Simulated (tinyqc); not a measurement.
# Non-linearity against on/off ratio

Worst-case read of an N x N array without selectors, ideal wires, unselected lines floating and all unselected cells in the low state with resistance K Ron: the sneak path is Rsn = K Ron [2/(N - 1) + 1/(N - 1)^2], in parallel with the selected cell Rc. A sense resistor Ron to ground gives Vout = Vr Ron/(Ron + Rc Rsn/(Rc + Rsn)); margin = [Vout(Rc = Ron) - Vout(Rc = ra Ron)]/Vr. Here N = 24; the columns give the margin for ra = 3, 30 and 1000.

Non-linearity against on/off ratio:

| K | Rsn/Ron | margin, ra = 3 (%) | margin, ra = 30 (%) | margin, ra = 1000 (%) |
|---|---|---|---|---|
| 1 | 0.088847 | 0.39952 | 0.59345 | 0.61492 |
| 3 | 0.26654 | 2.2793 | 3.5122 | 3.6544 |
| 10 | 0.88847 | 8.6746 | 14.326 | 15.030 |
| 30 | 2.6654 | 16.428 | 28.895 | 30.563 |
| 100 | 8.8847 | 21.826 | 39.933 | 42.467 |
| 300 | 26.654 | 23.868 | 44.304 | 47.212 |
| 1000 | 88.847 | 24.652 | 46.011 | 49.069 |
| 3000 | 266.54 | 24.883 | 46.518 | 49.621 |

What does the comparison show, and why?

At K = 1 the margin is 0.400 % for ra = 3 and 0.615 % for ra = 1000: an on/off ratio 333 times larger gains a factor of only 1.54, because the sneak path (0.089 Ron) shunts the cell. Raising K to 3000 lifts the margin at ra = 30 from 0.593 to 46.5 %.

tinyqc, about 0.02 s, one thread, Intel Xeon 2.30GHz (shared host): `OMP_NUM_THREADS=1 python tinyqc.py 2880064 2880065 out.jsonl`
